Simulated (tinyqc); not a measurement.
Worked calculation: bound state in one dimension: Numerov shooting, finite differences, DVR. Computed by tinyqc, a small Python program that keeps every step. Settings: points = 48. Command: `OMP_NUM_THREADS=1 python tinyqc.py 26752 26753 out.jsonl` (the two numbers bound the seeds that draw the settings). One thread of a shared host (Intel(R) Xeon(R) Processor @ 2.60GHz), about 0.01 s of CPU time with the checks.

## Numerov steps at E = -13.55

One particle of mass 1 in V = -13.83 exp(-x^2/2.31^2) (atomic units), psi = 0 at both ends:
```
parameter                value
left end                    -7
right end                    7
intervals                   48
h                     0.291667
state sought (nodes)         2
```

k_i = 2 m (E - V_i); (1 + h^2 k_(i+1)/12) y_(i+1) = 2 (1 - 5 h^2 k_i/12) y_i - (1 + h^2 k_(i-1)/12) y_(i-1), from y_0 = 0, y_1 = 0.001.

Points along the way:
```
i         x         V         k             y
0   -7.0000   -0.0014  -27.0972        0.0000
1   -6.7083   -0.0030  -27.0940        0.0010
2   -6.4167   -0.0062  -27.0877        0.0049
3   -6.1250   -0.0122  -27.0755        0.0225
4   -5.8333   -0.0235  -27.0530        0.1045
5   -5.5417   -0.0438  -27.0124        0.4837
16  -2.3333   -4.9855  -17.1290  4500798.3882
17  -2.0417   -6.3323  -14.4353      1.49e+07
18  -1.7500   -7.7906  -11.5188      4.48e+07
19  -1.4583   -9.2839   -8.5322      1.20e+08
20  -1.1667  -10.7163   -5.6674      2.83e+08
21  -0.8750  -11.9815   -3.1371      5.80e+08
```

## Bisection on the node count

With more sign changes than the state has nodes (the last point included) the energy is too high, else too low; the bracket starts as -13.55 to -0.05.

Trials:
```
trial           E  sign changes  y at the right end   next
1       -6.800000             3           -8.31e+08  lower
2      -10.175000             2            9.51e+15  raise
3       -8.487500             3           -9.92e+12  lower
4       -9.331250             2            7.88e+14  raise
5       -8.909375             2            9.29e+13  raise
6       -8.698438             2            1.31e+13  raise
7       -8.592969             3           -2.58e+12  lower
8       -8.645703             2            3.95e+12  raise
9       -8.619336             2            3.95e+11  raise
10      -8.606152             3           -1.16e+12  lower
11      -8.612744             3           -4.00e+11  lower
12      -8.616040             3           -7.03e+09  lower
13      -8.617688             2            1.93e+11  raise
14      -8.616864             2            9.27e+10  raise
...           ...           ...                 ...    ...
29      -8.616098             3           -2.62e+06  lower
30      -8.616098             3           -1.10e+06  lower
31      -8.616098             3           -3.45e+05  lower
```

eigenvalue = -8.616098 hartree

## The same grid by other methods

Three-point finite differences and the sine-DVR kinetic matrix of Colbert and Miller on the same points.

Lowest levels (hartree):
```
state  finite differences       DVR
0                -12.7395  -12.7269
1                -10.6517  -10.5938
2                 -8.7468   -8.6104
3                 -7.0176   -6.7843
4                 -5.4589   -5.1251
```
